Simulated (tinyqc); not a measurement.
LDA (VWN5) atom on a uniform radial grid, spin-unpolarised, for C(2+), step by step. Computed by tinyqc, a small Python program that keeps every step. Settings: Z = 6, points = 192, R = 10.0, functional = lda,vwn, mixing = 0.2, iteration cap = 58. Command: `OMP_NUM_THREADS=1 python tinyqc.py 27631 27632 out.jsonl` (the two numbers bound the seeds that draw the settings). One thread of a shared host (Intel(R) Xeon(R) Processor @ 2.60GHz), about 0.6 s of CPU time with the checks. Later iterations appear only in the table of the cycle.

## Iteration 1

Spherical atom on a uniform radial grid r_j = j h with h = R/(N + 1), h sum u^2 = 1 and integrals as h times sums, u(0) = u(R) = 0 (atomic units):
```
parameter            value
Z                        6
points N               192
R                10.000000
h                 0.051813
mixing            0.200000
electrons in 1s          2
electrons in 2s          2
```

Three-point differences turn -u''/2 + [l(l+1)/2r^2 - Z/r + V] u = e u into a tridiagonal matrix (diagonal 1/h^2 + potential, off-diagonal -1/2h^2). D = sum f u^2; the Hartree potential y/r solves y'' = -D/r with y(0) = 0, y(R) = N_e; v_xc comes from rho = D/(4 pi r^2); E = sum f e - int D V + int D (V_H/2 + eps_xc); V(new) = V + mixing (V_H + v_xc - V).

eigenvalues (hartree): 1s -17.584916, 2s -4.473142

Every 12th grid point:
```
r             V in     u(1s)      u(2s)         D       V_H       v_xc
0.621762  0.000000  0.453651  -0.855023  1.873725  5.354697  -0.788613
1.243523  0.000000  0.023047  -0.849965  1.445945  3.148306  -0.472694
1.865285  0.000000  0.000878  -0.335373  0.224951  2.141140  -0.209479
2.487047  0.000000  0.000030  -0.098148  0.019266  1.608198  -0.084549
3.108808  0.000000  9.44e-07  -0.024676  0.001218  1.286662  -0.032288
3.730570  0.000000  2.88e-08  -0.005656  0.000064  1.072222  -0.011670
4.352332  0.000000  8.53e-10  -0.001218  2.97e-06  0.919048  -0.004009
4.974093  0.000000  2.48e-11  -0.000251  1.26e-07  0.804167  -0.001324
5.595855  0.000000         0  -0.000050  4.98e-09  0.714815  -0.000426
6.217617  0.000000         0  -0.000010  1.87e-10  0.643333  -0.000135
6.839378  0.000000         0  -1.84e-06         0  0.584848  -0.000042
7.461140  0.000000         0  -3.42e-07         0  0.536111   0.000000
8.082902  0.000000         0  -6.29e-08         0  0.494872   0.000000
8.704663  0.000000         0  -1.14e-08         0  0.459524   0.000000
9.326425  0.000000         0  -2.00e-09         0  0.428889   0.000000
9.948187  0.000000         0  -9.13e-11         0  0.402083   0.000000
```

total energy = -34.41083351 hartree

## Iteration 2

As before.

eigenvalues (hartree): 1s -16.056775, 2s -3.767851

Every 12th grid point:
```
r             V in     u(1s)      u(2s)         D       V_H       v_xc
0.621762  0.913217  0.474733  -0.786526  1.687989  5.267116  -0.763225
1.243523  0.535122  0.027038  -0.877978  1.543154  3.128468  -0.482281
1.865285  0.386332  0.001173  -0.389095  0.302792  2.139127  -0.229117
2.487047  0.304730  0.000046  -0.128700  0.033128  1.608057  -0.099385
3.108808  0.250875  1.67e-06  -0.036754  0.002702  1.286654  -0.041077
3.730570  0.212110  5.88e-08  -0.009607  0.000185  1.072222  -0.016216
4.352332  0.183008  2.02e-09  -0.002367  0.000011  0.919048  -0.006122
4.974093  0.160568  6.81e-11  -0.000559  6.25e-07  0.804167  -0.002228
5.595855  0.142878         0  -0.000128  3.27e-08  0.714815  -0.000790
6.217617  0.128640         0  -0.000029  1.62e-09  0.643333  -0.000275
6.839378  0.116961         0  -0.000006  7.76e-11  0.584848  -0.000094
7.461140  0.107222         0  -1.34e-06         0  0.536111  -0.000032
8.082902  0.098974         0  -2.84e-07         0  0.494872   0.000000
8.704663  0.091905         0  -5.95e-08         0  0.459524   0.000000
9.326425  0.085778         0  -1.20e-08         0  0.428889   0.000000
9.948187  0.080417         0  -5.89e-10         0  0.402083   0.000000
```

total energy = -34.73065220 hartree

## Iteration 3

As before.

eigenvalues (hartree): 1s -14.874882, 2s -3.232866

Every 12th grid point:
```
r             V in     u(1s)      u(2s)         D       V_H       v_xc
0.621762  1.631352  0.491740  -0.729290  1.547346  5.192178  -0.742713
1.243523  0.957335  0.030660  -0.894267  1.601308  3.108634  -0.487821
1.865285  0.691068  0.001476  -0.435225  0.378846  2.136664  -0.245165
2.487047  0.545518  0.000064  -0.158939  0.050523  1.607842  -0.112721
3.108808  0.449815  2.62e-06  -0.050324  0.005065  1.286638  -0.049620
3.730570  0.380890  1.04e-07  -0.014633  0.000428  1.072221  -0.021011
4.352332  0.328991  4.02e-09  -0.004021  0.000032  0.919048  -0.008557
4.974093  0.288843  1.53e-10  -0.001061  2.25e-06  0.804167  -0.003369
5.595855  0.257107         0  -0.000272  1.48e-07  0.714815  -0.001292
6.217617  0.231524         0  -0.000068  9.24e-09  0.643333  -0.000487
6.839378  0.210520         0  -0.000017  5.56e-10  0.584848  -0.000181
7.461140  0.192994         0  -4.03e-06  3.24e-11  0.536111  -0.000067
8.082902  0.178154         0  -9.60e-07         0  0.494872  -0.000024
8.704663  0.165429         0  -2.26e-07         0  0.459524   0.000000
9.326425  0.154400         0  -5.07e-08         0  0.428889   0.000000
9.948187  0.144750         0  -2.65e-09         0  0.402083   0.000000
```

total energy = -34.93903589 hartree

## Convergence

Stop when input and output potentials agree to 1e-7.

Course of the cycle (hartree):
```
iteration             E       e(1s)      e(2s)  largest |V(out) - V(in)|
1          -34.41083351  -17.584916  -4.473142                  1.01e+01
2          -34.73065220  -16.056775  -3.767851                  7.76e+00
3          -34.93903589  -14.874882  -3.232866                  5.98e+00
4          -35.07304053  -13.961473  -2.825602                  4.60e+00
5          -35.15818657  -13.256095  -2.514493                  3.54e+00
6          -35.21170524  -12.711777  -2.276069                  2.71e+00
7          -35.24502180  -12.292044  -2.092816                  2.08e+00
8          -35.26558760  -11.968596  -1.951605                  1.59e+00
9          -35.27819033  -11.719496  -1.842548                  1.22e+00
10         -35.28586563  -11.527758  -1.758163                  9.28e-01
11         -35.29051588  -11.380240  -1.692763                  7.08e-01
...                 ...         ...        ...                       ...
48         -35.29751803  -10.890556  -1.463375                  3.89e-05
49         -35.29751803  -10.890549  -1.463369                  3.06e-05
50         -35.29751803  -10.890545  -1.463365                  2.40e-05
51         -35.29751803  -10.890541  -1.463361                  1.89e-05
52         -35.29751803  -10.890538  -1.463358                  1.48e-05
53         -35.29751803  -10.890536  -1.463356                  1.17e-05
54         -35.29751803  -10.890534  -1.463354                  9.19e-06
55         -35.29751803  -10.890533  -1.463352                  7.23e-06
56         -35.29751803  -10.890532  -1.463351                  5.69e-06
57         -35.29751803  -10.890531  -1.463350                  4.48e-06
58         -35.29751803  -10.890531  -1.463350                  3.53e-06
```

Not converged within 58 iterations: the residual falls steadily but slowly, by a factor of about 0.79 a step. Reruns (cap 100 unless said): mixing 0.3: converged in 46; mixing 0.6: converged in 19; the original settings with a cap of 400: converged in 73. Even converged, this uniform grid resolves the cusp poorly and misses the energy of the atom.
